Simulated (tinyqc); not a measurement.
# Elastic trap-assisted tunnelling through a dielectric, step by step

Numbers from tinyqc (`OMP_NUM_THREADS=1 python tinyqc.py 2370083 2370084 out.jsonl`; about 0.03 s on one thread of a shared Intel Xeon 2.30GHz). Printed values are rounded.

Emitter at x = 0 (Fermi level 0), collector at x = t (Fermi level -V), band edge U(x) = phi - F x, F = V/t. A trap at x has the energy E = U(x) - Et. With G(u) = (4/(3 F)) sqrt(mo/C) max(u, 0)^1.5, C = hbar^2/(2 m0): S1 = G(phi - E) - G(Et), S2 = G(Et) - G(phi - V - E), T1,2 = exp(-S1,2). The steady rate through one trap is nu T1 T2 (f1 - f2)/(T1 + T2), f1 = f(E), f2 = f(E + V), f(y) = 1/(1 + exp(y/Vt)); both contacts offer states at E.

Inputs (values chosen for the exercise); dielectric values close to those of aluminium oxide:
```
symbol,value,unit,meaning
T,300,K,temperature
phi,2.57,eV,barrier above the emitter Fermi level
mo,0.39,m0,tunnelling mass
t,5.7,nm,thickness
Et,2.12,eV,trap depth below the band edge of the dielectric
Nt,8.5e17,cm^-3,trap density
nu,1e13,1/s,attempt frequency
n,9,,points of the grid
V,1.7,V,voltage
xa,1.88,nm,left end of the grid
xb,3.17,nm,right end of the grid
```

Constants: q = 1.602176634e-19 C, kB = 1.380649e-23 J/K, hbar = 1.054571817e-34 J s, m0 = 9.1093837015e-31 kg, Vt = kB T/q, hbar^2/(2 m0) = 0.0380998212 eV nm^2. Results are converted to the units shown.

Range of the model: Phonon-assisted (inelastic) capture, chains of traps and a spread of trap depths are left out.

## Rate through a trap near the best position

n equally spaced x from xa to xb, where nearly all of the current flows; J = q Nt times the integral of the rate, by Simpson's rule.

```
point	x (nm)	E (eV)	S1	S2	f1 - f2	rate (1/s)
0	1.880000	-0.1107018	18.62724	30.25964	0.9863751	0.7119433
1	2.041250	-0.1587939	20.32416	29.22540	0.9978549	2.025711
2	2.202500	-0.2068860	22.03611	28.16670	0.9996656	5.838041
3	2.363750	-0.2549781	23.76294	27.08409	0.9999479	16.67627
4	2.525000	-0.3030702	25.50454	25.97809	0.9999919	32.18064
5	2.686250	-0.3511623	27.26077	24.84917	0.9999987	13.28928
6	2.847500	-0.3992544	29.03152	23.69780	0.9999998	2.452898
7	3.008750	-0.4473465	30.81667	22.52441	1.000000	0.4134102
8	3.170000	-0.4954386	32.61610	21.32940	1.000000	0.06839128
```

J = 1.547013e-7 A/cm^2

A converged quadrature gives 1.620e-7 A/cm^2; this grid is 4.5 % below that. The rate peaks at x = 2.53 nm; traps sink below the emitter Fermi level beyond x = 1.51 nm.

## The best-placed trap against direct tunnelling

xs = 2.53 nm

At x = xs: E, S1, S2 and the occupation (T1 f1 + T2 f2)/(T1 + T2). Direct tunnelling at E = 0 has S = (4/(3 F)) sqrt(mo/C) [phi^1.5 - max(phi - V, 0)^1.5].

E = -0.3045614 eV
S1 = 25.55878
S2 = 25.94342
occupation = 0.5949895
S of direct tunnelling = 47.32298

The harder of the two steps has S = 25.9, 54.8 % of the direct exponent: the trap splits one long tunnelling path into two short ones.
